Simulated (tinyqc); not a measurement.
Inside a calculation. Model: front-illuminated p-i-n photodiode, quantum efficiency and bandwidth.

Program tinyqc, `OMP_NUM_THREADS=1 python tinyqc.py 2250105 2250106 out.jsonl`; Intel Xeon 2.30GHz, shared host, one thread, about 0.01 s. Printed values are rounded.

Light enters through a p layer (0 to xp), a depleted layer (xp to xp + wi) and a thick n substrate, decaying as exp(-al x); one pass, no back reflection. Carriers made in the depleted layer are all collected; those in the neutral layers diffuse.

Values chosen for this exercise; values close to those of In0.53Ga0.47As at this wavelength:
- lam = 1550 nm (wavelength)
- al = 7310 1/cm (absorption coefficient)
- Rf = 0.05 (reflectance of the front face)
- eps_r = 13.4 (relative permittivity)
- xp = 0.11 um (thickness of the front p layer)
- wi = 1.9 um (thickness of the depleted layer)
- Dn = 100 cm^2/s (electron diffusion coefficient in the p layer)
- Ln = 6.5 um (electron diffusion length in the p layer)
- S = 9e6 cm/s (recombination velocity of the front surface)
- Lp = 3.9 um (hole diffusion length in the thick n substrate)
- ve = 6.97e6 cm/s (electron drift velocity)
- vh = 5.06e6 cm/s (hole drift velocity)
- dia = 140 um (diameter)
- RL = 50 ohm (load resistance)
- Cp = 5 fF (parasitic capacitance)
- f = 9.5 GHz (modulation frequency)

Constants: q = 1.602176634e-19 C, h = 6.62607015e-34 J s, c = 299792458 m/s, eps0 = 8.8541878128e-14 F/cm where lengths are in cm. Results are converted to the units shown.

## Quantum efficiency

k = al Ln, s = S Ln/Dn, e = exp(-al xp); front layer f1 = (k/(k^2 - 1)) {[s + k - e (s cosh(xp/Ln) + sinh(xp/Ln))]/[s sinh(xp/Ln) + cosh(xp/Ln)] - k e}; depleted layer f2 = e (1 - exp(-al wi)); substrate f3 = e exp(-al wi) al Lp/(1 + al Lp); external efficiency (1 - Rf)(f1 + f2 + f3); responsivity = efficiency q lam/(h c).

s = 58.5
f1 = 0.0577828
f2 = 0.692654
f3 = 0.170336
external efficiency = 0.874734
responsivity = 1.09356 A/W

The front layer absorbs 7.73 % of the light that enters and collects 74.8 % of that. Diffusion from the neutral layers makes up 24.8 % of the current.

## Response at one frequency

Drift response for pairs made in the depleted layer, a = al wi, g = 1 - exp(-a), u = 2 pi i f, te = wi/ve, th = wi/vh: electrons He = [g - a (exp(-a) - exp(-u te))/(u te - a)]/(u te g), holes Hh = [g - a (1 - exp(-a - u th))/(a + u th)]/(u th g); C = eps0 eps_r pi (dia/2)^2/wi + Cp; total |He + Hh|/sqrt(1 + (2 pi f RL C)^2), for the current of the depleted layer alone.

te = 27.2597 ps
th = 37.5494 ps
He = 0.468119-0.316413i
Hh = 0.275142-0.203709i
|He + Hh| = 0.907174
C = 966.271 fF
total response = 0.297209

The drift response alone falls to 1/sqrt(2) at 17.9 GHz and the RC term alone at 3.29 GHz; together they give 3.22 GHz for this part of the current; the diffusion currents, left out, respond on their own time scales.
